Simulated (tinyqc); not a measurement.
Scattering of inversion-layer electrons by surface optical phonons of the gate insulator (remote phonon scattering): one step, computed by the program tinyqc. Command: `OMP_NUM_THREADS=1 python tinyqc.py 3112082 3112083 out.jsonl sophonon walk`. One thread of a shared host (Intel(R) Xeon(R) Processor @ 2.30GHz), about 0.02 s of CPU time with the checks.

One subband with the Fang-Howard envelope; insulator and channel are half-spaces, the gate is far away, and an interlayer only moves the polar surface away by t (its own modes and its permittivity contrast are left out).

Task: Surface modes and strengths. eps(w) = eps_inf + (eps_0s - eps_i) w1^2/(w1^2 - w^2) + (eps_i - eps_inf) w2^2/(w2^2 - w^2). Surface modes solve eps(w) + eps_s = 0, a quadratic in w^2; the strength of a mode is g = 2/(w d eps/dw). Occupation N = 1/(exp(hbar w/(k_B T)) - 1).

Inputs (values chosen for the exercise, modelled on Al2O3 on germanium):
```
quantity                                 value  unit
static constant of the insulator eps_0s   12.6     -
intermediate constant eps_i               7.29     -
optical constant eps_inf                  3.18     -
hbar omega_TO1                            47.6   meV
hbar omega_TO2                              73   meV
constant of the channel eps_s             16.2     -
temperature T                              300     K
```

Constants: k_B = 8.617333262e-05 eV/K.

Give: hbar omega_SO; strengths g; occupations N; hbar omega g (2 N + 1).

Result:

hbar omega_SO (meV): 1 51.96, 2 81.52

strengths g: 1 0.00553, 2 0.01135

occupations N: 1 0.1547, 2 0.0446

hbar omega g (2 N + 1) (meV): 1 0.376, 2 1.008

The lower mode has the larger hbar omega g N, the prefactor of absorption before the dependence on q: 0.0444 and 0.0413 meV.
